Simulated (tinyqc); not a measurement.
Resistance of a tapered via with liner, size effect and interface: two steps of the calculation.

A round via whose diameter grows from db at the bottom as D(z) = db + 2 z/tan(ang). The fill, of diameter D - 2 tl, starts above the bottom liner (thickness fb tl) and has rho = rho0 (1 + ks lam/(D - 2 tl)); the sidewall liner conducts in parallel with it. The bottom liner and the interface are crossed over the full area pi db^2/4. Spreading in the lines above and below is left out.

Values chosen for this exercise; fill metal close to tungsten:
```
symbol    value      unit                                               meaning
db          9.9        nm                                diameter at the bottom
hv           29        nm                                                height
ang          87   degrees                                        sidewall angle
rho0       5.19   uohm cm                          bulk resistivity of the fill
lam        15.3        nm                            mean free path of the fill
ks          1.5                                              size-effect factor
tl            2        nm                                 liner on the sidewall
fb            1                   liner at the bottom over that on the sidewall
rl          360   uohm cm                              resistivity of the liner
ri      2.8e-12  ohm cm^2                   interface resistivity at the bottom
Sb       9.1e14     S/m^2  ballistic conductance per area, about 3/(4 rho0 lam)
```

Problem 1. Slices of the via. Slices between z0 = fb tl and hv, evaluated at their midpoints: conductance per length pi/4 [(D - 2 tl)^2/rho + (D^2 - (D - 2 tl)^2)/rl], slice resistance = slice height over that. 9 slices.

Give: z; D; rho; slice resistance.

Solution 1.

```
slice	z (nm)	D (nm)	rho (uohm cm)	slice resistance (ohm)
0	3.5000	10.267	24.196	21.141
1	6.5000	10.581	23.288	18.628
2	9.5000	10.896	22.463	16.503
3	12.500	11.210	21.710	14.695
4	15.500	11.525	21.019	13.147
5	18.500	11.839	20.384	11.814
6	21.500	12.154	19.798	10.659
7	24.500	12.468	19.256	9.6543
8	27.500	12.782	18.752	8.7754
```

Problem 2. Total resistance. R_fill = sum of the slices; R_bottom = rl fb tl/(pi db^2/4); R_interface = ri/(pi db^2/4); ballistic (Sharvin) limit 1/(Sb pi (db - 2 tl)^2/4); ideal cylinder rho0 hv/(pi db^2/4).

slice resistance, slice 0 to 8 (ohm): 21.140582  18.627527  16.503046  14.695144  13.147088  11.813812  10.659246  9.6543172  8.7754229

Give: parts; R; shares; ballistic limit; ideal cylinder.

Solution 2.

parts (ohm): fill 125.0, bottom liner 93.53, interface 3.637
R = 222.2 ohm
shares (%): fill 56.27, bottom liner 42.10, interface 1.64
ballistic limit = 40.19 ohm
ideal cylinder = 19.55 ohm

The fill is the largest part, and R is 11.4 times the ideal cylinder. With 2000 slices R = 222.28 ohm.

tinyqc, about 0.01 s, one thread, Intel Xeon 2.30GHz (shared host): `OMP_NUM_THREADS=1 python tinyqc.py 2750007 2750008 out.jsonl`
